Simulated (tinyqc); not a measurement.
Inside a calculation. Method: RKS/LDA (VWN5) in the cc-pvdz basis, for He, spin multiplicity 1. One step of it, computed by the program tinyqc.

Task: Orthogonalisation. S = U s U^T; symmetric (Loewdin) form X = U s^(-1/2) U^T, so that X^T S X = 1.

overlap S, lower triangle:
```
           1He 1s    1He 2s   1He 2px   1He 2py   1He 2pz
1He 1s   1.000000
1He 2s   0.634168  1.000000
1He 2px  0.000000  0.000000  1.000000
1He 2py  0.000000  0.000000  0.000000  1.000000
1He 2pz  0.000000  0.000000  0.000000  0.000000  1.000000
```

Give: eigenvalues of S; X.

Result:

eigenvalues of S: 0.366  1.000  1.000  1.000  1.634

X, lower triangle:
```
         1He 1s  1He 2s  1He 2px  1He 2py  1He 2pz
1He 1s    1.218
1He 2s   -0.436   1.218
1He 2px   0.000   0.000    1.000
1He 2py   0.000   0.000    0.000    1.000
1He 2pz   0.000   0.000    0.000    0.000    1.000
```
